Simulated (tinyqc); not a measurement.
What each parameter does: Landau levels with Rashba coupling.

H = (p + eA)^2/2m + aR (sx ky - sy kx) + gs muB B sz/2. With d = 1/2 - gs m/4: E_0 = d hbar wc, and E(N, +/-) = hbar wc [N +/- sqrt(d^2 + 2 N aR^2/(l hbar wc)^2)] for N >= 1.

In a field B along z: l = 1/sqrt((e/hbar) B) is the magnetic length, n_B = B/(h/e) the number of states per area in one level, hbar wc = 2 muB B/m for mass m in m0; 1/angstrom^2 = 1e16/cm^2.

Each listed level takes n_B electrons. At zero temperature and without broadening EF sits in the partly filled level.

Constants: e/hbar = 1.519267448e-05 1/(T angstrom^2); h/e = 413566.7697 T angstrom^2; muB = 5.788381798e-05 eV/T.

Parameters, chosen for this exercise (near those of an asymmetric InGaAs well; not measured data): m = 0.0438 m0 (mass); gs = -4.29 (g factor); aR = 0.11 eV angstrom (Rashba constant); B = 11.8 T (magnetic field); n = 6.7 x 1e11/cm^2 (electron sheet density).

The second and third levels from below, nu = n/n_B, and EF. Each row changes one parameter from the base and keeps the others.

Results:

| case | second level (meV) | third level (meV) | nu | EF (meV) |
|---|---|---|---|---|
| base | 17.06 | 45.07 | 2.35 | 45.07 |
| B = 10 T | 14.46 | 38.15 | 2.77 | 38.15 |
| m = 0.0372 m0 | 19.83 | 53.40 | 2.35 | 53.40 |
| gs = -3.65 | 16.84 | 45.28 | 2.35 | 45.28 |
| aR = 0.132 eV angstrom | 17.06 | 44.96 | 2.35 | 44.96 |
| n = 8.04 x 1e11/cm^2 | 17.06 | 45.07 | 2.82 | 45.07 |

The largest shifts from the base row, up to three for each result and ties (the steps differ in size, so this ranks the rows, not the parameters). second level (meV): m +2.77, B -2.60, gs -0.22; unchanged at the printed digits by aR and n. third level (meV): m +8.33, B -6.91, gs +0.22; unchanged at the printed digits by n. nu: n +0.47, B +0.42; unchanged at the printed digits by m, gs and aR. EF (meV): m +8.33, B -6.91, gs +0.22; unchanged at the printed digits by n.

Program tinyqc; command `OMP_NUM_THREADS=1 python tinyqc.py 1281390 1281391 out.jsonl`; about 0.01 s on one thread of a shared Intel(R) Xeon(R) Processor @ 2.30GHz.
